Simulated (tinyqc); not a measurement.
Potential-pH (Pourbaix) lines of a metal, its cation, its oxide and an oxyanion, with a complexing ligand: one step, computed by the program tinyqc. Command: `OMP_NUM_THREADS=1 python tinyqc.py 3026452 3026453 out.jsonl pourb walk`. One thread of a shared host (Intel(R) Xeon(R) Processor @ 2.30GHz), about 0.01 s of CPU time with the checks.

Potentials are against the standard hydrogen electrode; solids and water have unit activity; dG_f of M, H+ and the electron is zero; F = e N_A and s = R T ln(10)/F. The cation carries z = 2.

Task: Standard potentials. M2+ + 2e = M; MO + 2H+ + 2e = M + H2O; MO2(2-) + 4H+ + 2e = M + 2H2O. For each, E0 = -dG/(z F), and E = E0 + (s/z) log10 a - (s n_H/z) pH, with no activity term for the oxide.

Inputs (values chosen for the exercise, for a model metal):

| quantity | value | unit |
|---|---|---|
| dG_f of the cation | -138.7 | kJ/mol |
| dG_f of the oxide | -328.63 | kJ/mol |
| dG_f of the oxyanion | -381.34 | kJ/mol |
| dG_f of water | -237.14 | kJ/mol |
| temperature T | 298.15 | K |

Species: M, M2+, MO, MO2(2-).

Constants: R = 8.314462618 J/(mol K); e = 1.602176634e-19 C; N_A = 6.02214076e+23 1/mol.

Give: s; E0.

Result:

s = 0.05916 V

E0 (V): cation -0.7188, oxide -0.4741, oxyanion 0.4816

The metal is less noble than hydrogen.
